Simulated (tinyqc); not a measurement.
Inside a calculation. Method: RKS/PBE in the 3-21g basis, for H3+, spin multiplicity 1. One step of it, computed by the program tinyqc.

Problem. Iteration 2: DIIS coefficients. Solve [B -1; -1 0][c; lambda] = [0; -1] for the coefficients, which sum to one.

B (overlaps of the stored error matrices):
$$\begin{pmatrix}
2.4504722e-01 & -1.1371236e-01 \\
-1.1371236e-01 & 5.4827005e-02
\end{pmatrix}$$

Give: DIIS coefficients.

Solution.

DIIS coefficients: [0.3196, 0.6804]
